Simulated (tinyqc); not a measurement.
Energy and delay of logic against supply voltage: two steps of the calculation.

One expression serves below and above threshold: I(Vg) = Ik [ln(1 + exp((Vg - VT + dd V)/(al nf Vt)))]^al, with I_on = I(V) and I_off = I(0). Gate delay td = kd C V/I_on, clock period LD td. Per gate and cycle the switching energy is act C V^2 and the leakage energy I_off V LD td. No short-circuit current, no variation. Minima are sought above 0.09 V; below a few Vt gates no longer switch and the model has no meaning.

Inputs (values chosen for the exercise); values of the order met in logic technologies:
- T = 358 K (temperature)
- VT = 0.4 V (threshold voltage at zero drain bias)
- nf = 1.42 (slope factor)
- dd = 0.02 (barrier lowering per volt of supply)
- Ik = 1.5 uA (specific current of a gate)
- al = 1.38 (exponent of the current law)
- C = 1.9 fF (load capacitance of a gate)
- kd = 1.1 (delay factor)
- LD = 30 (logic depth)
- act = 0.01 (activity factor)
- V = 0.32 V (supply voltage)

Constants: q = 1.602176634e-19 C, kB = 1.380649e-23 J/K, Vt = kB T/q. Results are converted to the units shown.

Question 1. Currents, delay and energies. I_on, I_off, td, clock frequency 1/(LD td), both energies and their sum.

Wanted: I_on; I_off; td; clock frequency; switching energy; leakage energy; energy.

Answer 1.

I_on = 0.23284 uA
I_off = 0.18775 nA
td = 2872.3 ps
clock frequency = 0.011605 GHz
switching energy = 1.9456 aJ
leakage energy = 5.1770 aJ
energy = 7.1226 aJ

I_on/I_off = 1240; leakage makes up 72.7 % of the energy.

Question 2. New V. Minimum-energy supply: E(V) is the energy per gate and cycle; with h = 0.001 V, E' = (E(V + h) - E(V - h))/(2 h), E'' = (E(V - h) - 2 E(V) + E(V + h))/h^2, V(new) = V - E'/E''.

V at the start = 0.46 V

Give: E'; E''; V after iteration 1.

Answer 2.

E' = 9.169 aJ/V
E'' = 157.9 aJ/V^2
V after iteration 1 = 0.4019 V

Computed by the program tinyqc: `OMP_NUM_THREADS=1 python tinyqc.py 2082043 2082044 out.jsonl`, one thread of a shared Intel Xeon 2.30GHz, about 0.01 s for the whole run.
